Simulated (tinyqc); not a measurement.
# Metal-interlayer-semiconductor contact, depinning against tunnelling resistance: two studies

Zero bias, n-type semiconductor. Gap states at the semiconductor surface thin out as exp(-be ti), which unpins the barrier; electrons must then cross the interlayer (a rectangular barrier, no voltage drop across it) and the parabolic depleted layer, both by WKB. Energies E are counted from the Fermi level; no image force, parabolic bands.

Inputs (values chosen for the exercise); semiconductor values close to those of gallium nitride; interlayer mass of the order of that in lanthanum oxide, offset chosen freely:
```
symbol    value   unit                                                           meaning
T           400      K                                                       temperature
Eg         3.27     eV                                                          band gap
eps_r      9.76                                                    relative permittivity
chi        4.26     eV                                                 electron affinity
Nc      3.54e18  cm^-3                            conduction-band density of states at T
mt        0.204     m0                              tunnelling mass in the semiconductor
mA        0.202     m0                                                   Richardson mass
Nd         1e19  cm^-3                                                     donor density
E0          2.4     eV                    charge-neutrality level above the valence band
S0         0.61                                        pinning factor without interlayer
phiM       4.44     eV                                               metal work function
ti          0.9     nm                                              interlayer thickness
dE         2.06     eV  conduction-band offset of the interlayer above the semiconductor
mi         0.29     m0                                 tunnelling mass in the interlayer
be          3.7   1/nm               decay constant of gap states through the interlayer
```

Constants: q = 1.602176634e-19 C, kB = 1.380649e-23 J/K, eps0 = 8.8541878128e-12 F/m, hbar = 1.054571817e-34 J s, h = 6.62607015e-34 J s, m0 = 9.1093837015e-31 kg, Vt = kB T/q, hbar^2/(2 m0) = 0.0380998212 eV nm^2. Results are converted to the units shown.

Each table varies one quantity; the others keep the values above.

## Contact resistivity against the interlayer thickness

S = 1/(1 + (1/S0 - 1) exp(-be ti)); phiB = S (phiM - chi) + (1 - S)(Eg - E0); xi = Ec - EF deep inside, from Nd = Nc F(-xi/Vt), F(x) = (2/sqrt(pi)) int_0^infinity sqrt(u) du/(1 + exp(u - x)); band bending U = phiB - xi; E00 = (hbar/2) sqrt(Nd/(eps0 eps_r mt m0)) in volts; A = 4 pi q mA m0 kB^2/h^3. With U = phiB - xi: for xi < E < phiB, y = (E - xi)/U and G1 = (U/E00) [sqrt(1 - y) - y ln((1 + sqrt(1 - y))/sqrt(y))], G1 = 0 above phiB; G2 = 2 ti sqrt(mi max(phiB + dE - E, 0)/C), C = hbar^2/(2 m0); f = 1/(1 + exp(E/Vt)); 1/rho_c = (A T^2/Vt^2) times the integral of exp(-G1 - G2) f over E from xi upwards. Shares under 0.001 % are printed as 0; rows without band bending are left out.

The same in every row: E00/Vt = 1.21.

Contact resistivity against the interlayer thickness:
```
ti (nm)      S  phiB (eV)  rho_c (ohm cm^2)  rho_c with G2 = 0 (ohm cm^2)  peak of the integrand (eV)  share above phiB (%)
0        0.610      0.449           6.53e-6                       6.53e-6                       0.103                 0.161
0.2      0.766      0.341           4.90e-6                       9.22e-7                      0.0813                 0.576
0.4      0.873      0.268           6.90e-6                       2.54e-7                      0.0670                  1.43
0.6      0.935      0.225           1.68e-5                       1.23e-7                      0.0590                  2.51
0.8      0.968      0.202           5.82e-5                       8.45e-8                      0.0551                  3.48
1        0.984      0.191           2.44e-4                       7.03e-8                      0.0538                  4.22
1.2      0.993      0.185           0.00113                       6.43e-8                      0.0539                  4.77
1.4      0.996      0.182           0.00546                       6.16e-8                      0.0547                  5.21
1.6      0.998      0.181            0.0271                       6.03e-8                      0.0558                  5.59
```

As ti goes from 0 to 1.6, phiB falls from 0.449 to 0.181 eV and rho_c goes from 6.53e-6 through a minimum of 4.90e-6 (at ti = 0.2 among the rows listed) to 0.0271 ohm cm^2. At ti = 0.2 nm rho_c is 1.33 times lower than without interlayer: up to there the falling barrier gains more than tunnelling through the layer costs, beyond it the layer dominates. The ratio of rho_c to its value with G2 = 0 runs from 1.00 to 4.50e5.

## Contact resistivity against the metal work function

Same model as above.

The same in every row: S = 0.978; E00/Vt = 1.21.

Contact resistivity against the metal work function:
```
phiM (eV)  phiB (eV)  rho_c (ohm cm^2)  rho_c with G2 = 0 (ohm cm^2)  peak of the integrand (eV)  share above phiB (%)
4.36           0.117           3.22e-5                       2.28e-8                      0.0340                  10.2
4.56           0.313           9.85e-4                       5.56e-7                      0.0824                  1.09
4.76           0.508            0.0434                       1.96e-5                       0.133                 0.165
4.96           0.704              2.19                       7.93e-4                       0.192                0.0286
5.16           0.899               118                        0.0345                       0.255               0.00529
5.36            1.09            6.55e3                          1.56                       0.319               0.00101
```

As phiM goes from 4.36 to 5.36, phiB rises from 0.117 to 1.09 eV and rho_c rises from 3.22e-5 to 6550 ohm cm^2. The ratio of rho_c to its value with G2 = 0 runs from 1410 to 4190.

Computed by the program tinyqc: `OMP_NUM_THREADS=1 python tinyqc.py 2270021 2270022 out.jsonl`, one thread of a shared Intel Xeon 2.30GHz, about 0.02 s for the whole run.
